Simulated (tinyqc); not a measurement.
# Strained alloy layer of InP and GaP on (001) GaAs, model-solid band line-up: gaps, strain and offsets against composition

The layer is x parts of the first compound and 1 - x of the second, grown coherently on the third as substrate and barrier. Rows of the table: lattice constant a, average valence level Ea on an absolute scale, spin-orbit splitting so, gaps at Gamma, X and L, hydrostatic deformation potentials av and ac (Gamma), shear potential b, elastic constants, electron and heavy-hole (along z) masses. All are interpolated linearly in x; gaps get -C x (1 - x), taken wholly in the conduction band; real line-ups can differ from this model by 0.1 eV or more.

In-plane strain e = (a_substrate - a)/a, e_z = -2 (c12/c11) e, volume change 2 e + e_z. With v = 2 e + e_z and d = 2 b (e_z - e): Eav = Ea + av v; E_hh = Eav + so/3 - d/2; E_lh = Eav - so/6 + d/4 + sqrt(so^2 + so d + 9 d^2/4)/2; E_c = Ea + so/3 + EG + ac v (Gamma). Substrate: E_v = Ea + so/3, E_c = E_v + EG. Well depths: dEc = E_c(substrate) - E_c, dEhh = E_hh - E_v(substrate), dElh likewise; strained Gamma gap E_c - max(E_hh, E_lh); positive values confine carriers in the layer. Matthews-Blakeslee for 60-degree dislocations in a single layer: hc = k (ln(hc/bv) + 1), k = bv (1 - nu/4)/(4 pi |e| (1 + nu)), nu = c12/(c11 + c12), bv = a/sqrt(2); the larger root. The valence offset is the larger of dEhh and dElh; a dash marks |e| under 0.02 % or no root.

Values chosen for this exercise:
- CG = 0.65 eV (bowing of the Gamma gap)
- CX = 0.2 eV (bowing of the X gap)
- CL = 1.03 eV (bowing of the L gap)

Binary compounds, values chosen for the exercise:
```
              close to InP  close to GaP  close to GaAs
a (angstrom)         5.869         5.451          5.653
Ea (eV)              -7.04          -7.4          -6.92
so (eV)               0.11        0.0799          0.344
EG (eV)               1.35          2.81           1.41
EX (eV)               2.22          2.27           1.91
EL (eV)               1.94          2.62           1.69
av (eV)               1.25           1.7           1.16
ac (eV)              -5.08         -7.07          -7.18
b (eV)               -1.72         -1.82          -1.71
c11 (GPa)             99.7           142            120
c12 (GPa)             56.8          62.3           54.6
me (m0)             0.0807         0.128         0.0671
mh (m0)              0.531         0.326          0.349
```

Gaps, strain and offsets against composition:
columns A: x; B: e (%); C: relaxed Gamma gap (eV); D: lower of X and L gaps (eV); E: strained Gamma gap (eV); F: E_hh - E_lh (meV); G: dEc (eV); H: valence offset (eV); I: hc (nm)
```
A           B      C      D      E       F         G        H     I
0.25    1.755  2.323  2.220  2.069  -160.7   -0.3138  -0.3456  4.20
0.31    1.298  2.218  2.189  2.038  -115.5   -0.2663  -0.3614  6.38
0.38   0.7694  2.102  2.119  2.001  -64.77   -0.2139  -0.3772  12.7
0.44   0.3209  2.007  2.067  1.968  -24.82   -0.1718  -0.3867  38.0
0.5   -0.1237  1.917  2.022  1.923   8.278   -0.1321  -0.3805   119
0.56  -0.5643  1.832  1.985  1.854   30.62  -0.09500  -0.3491  18.9
0.62   -1.001  1.752  1.956  1.788   43.25  -0.06046  -0.3171  9.03
0.69   -1.506  1.664  1.930  1.713   51.40  -0.02344  -0.2791  5.19
0.75   -1.934  1.593  1.917  1.651   55.80  0.005444  -0.2460  3.63
```

The relaxed Gamma gap falls from 2.32 to 1.59 eV and the strained one falls from 2.07 to 1.65 eV. The lattice matches the substrate at x = 0.483; the heavy hole is on top where the layer is compressed (e < 0) and the light hole where it is stretched. The relaxed alloy turns direct at x = 0.355. dEc rises from -0.314 to 0.00544 eV and the valence offset goes from -0.346 through a minimum of -0.387 (at x = 0.44 among the rows listed) to -0.246 eV. At the largest strain listed, -1.93 %, strain changes the gap by 57.5 meV. For x = 0.25, 0.31 the lowest conduction valley of the relaxed alloy is X or L, so the gap and dEc listed hold for Gamma only.

tinyqc, about 0.01 s, one thread, Intel Xeon 2.30GHz (shared host): `OMP_NUM_THREADS=1 python tinyqc.py 2690085 2690086 out.jsonl`
